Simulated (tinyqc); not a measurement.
Dispersion: Heisenberg magnet: exchange from energy differences, ordering vector, linear spin waves and ordering temperature. Computed by tinyqc, a small Python program. Command: `OMP_NUM_THREADS=1 python tinyqc.py 3027006 3027007 out.jsonl magnon walk`. One thread of a shared host (Intel(R) Xeon(R) Processor @ 2.30GHz), about 0.02 s of CPU time with the checks.

H = -sum over pairs <ij> J_ij S_i.S_j - K sum_i (S_i^z)^2, each pair once, J > 0 ferromagnetic. First neighbours: 4 at a (1, 0), second: 4 at a (1, 1), with all permutations and signs.

Inputs (values chosen for the exercise, for a model magnet):
```
quantity                  value      unit
exchange J1               -1.47       meV
exchange J2               -0.25       meV
spin S                      1.5         -
single-ion anisotropy K  0.0097       meV
lattice constant a         4.58  angstrom
```

Lattice: square. Order: Neel (nearest neighbours antiparallel).

Method:
- g_s(q) = sum over shell s of cos(q.R), z1 = g1(0). A(q) = S [-J1 g1(0) + J2 (g2(0) - g2(q))] + (2S - 1) K, B(q) = S J1 g1(q), E(q) = sqrt(A^2 - B^2). The factor 2S - 1 removes the anisotropy for S = 1/2.
- sum R_x^2 over the shells is s1 = 2 a^2 and s2 = 4 a^2. Without K, E = c q with c = S sqrt(z1 |J1| (|J1| s1 + J2 s2)); the gap is E(0) = sqrt(k (k + 2 S z1 |J1|)), k = (2S - 1) K.
- J(q) = J1 g1(q) + J2 g2(q), g_s(q) = sum over shell s of cos(q.R).

gap = 0.585314 meV

spin-wave velocity c = 23.2031 meV angstrom

Energies (meV); X = (0.5, 0), M = (0.5, 0.5) in 2 pi/a:
```
line  fraction of the way    E(q)  sqrt(gap^2 + c^2 q^2)
G-X                  0.10  1.6766                  1.696
G-X                  0.25  3.7263                  4.022
G-X                  0.50  5.8667                  7.979
G-X                  0.75  6.1444                 11.951
G-X                  1.00  5.8394                 15.927
G-M                  0.10  2.2933                  2.326
G-M                  0.20  4.2809                  4.540
G-M                  0.30  5.9047                  6.778
G-M                  0.40  6.9686                  9.022
G-M                  0.50  7.3394                 11.269
```

What does the comparison show, and why?

At the end of the G-X rows the long-wave form is 2.73 times the true energy. At the end of the G-M rows the long-wave form is 1.54 times the true energy. It holds to 5 % in 2 of the ten rows; nearer the zone boundary the cosine flattens the band.
